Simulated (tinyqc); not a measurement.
Biaxially strained (001) channel, valley splitting in an inversion layer: one step of the calculation.

A thin layer grown on a relaxed buffer is stretched in the plane. The two valleys with their long axis along the growth direction (D2) sink against the four in-plane ones (D4); confinement in a triangular well splits them too. Only the lowest subband of each set is kept; one relaxation time, so the weakening of intervalley scattering is left out.

Question. Subband edges and densities of states. Levels E(m) = 2.33811 (hbar^2 q^2 F^2/(2 m))^(1/3): E2 = E(ml), E4 = E(mt) + D; N2 = 2 mt kB T/(pi hbar^2), N4 = 4 sqrt(mt ml) kB T/(pi hbar^2).

Values chosen for this exercise; values close to those of silicon on relaxed silicon-germanium:

| symbol | value | unit | meaning |
|---|---|---|---|
| T | 300 | K | temperature |
| x | 0.3 |  | germanium share of the relaxed buffer |
| b1 | 0.0418 |  | lattice mismatch per unit x |
| c11 | 168 | GPa | elastic constant |
| c12 | 64.3 | GPa | elastic constant |
| Xu | 8.91 | eV | shear deformation potential |
| ml | 0.913 | m0 | longitudinal mass |
| mt | 0.192 | m0 | transverse mass |
| F | 1.04 | MV/cm | confining field |

Constants: q = 1.602176634e-19 C, kB = 1.380649e-23 J/K, hbar = 1.054571817e-34 J s, m0 = 9.1093837015e-31 kg, hbar^2/(2 m0) = 0.0380998212 eV nm^2. Results are converted to the units shown.

D = 197.25913 meV

Wanted: E2; E4; N2; N4.

Answer.

E2 = 0.1794 eV
E4 = 0.4989 eV
N2 = 4.147e12 cm^-2
N4 = 1.809e13 cm^-2

Of the gap E4 - E2 = 320 meV, confinement gives 122 meV.

Numbers from tinyqc (`OMP_NUM_THREADS=1 python tinyqc.py 2530156 2530157 out.jsonl`; about 0.05 s on one thread of a shared Intel Xeon 2.30GHz).
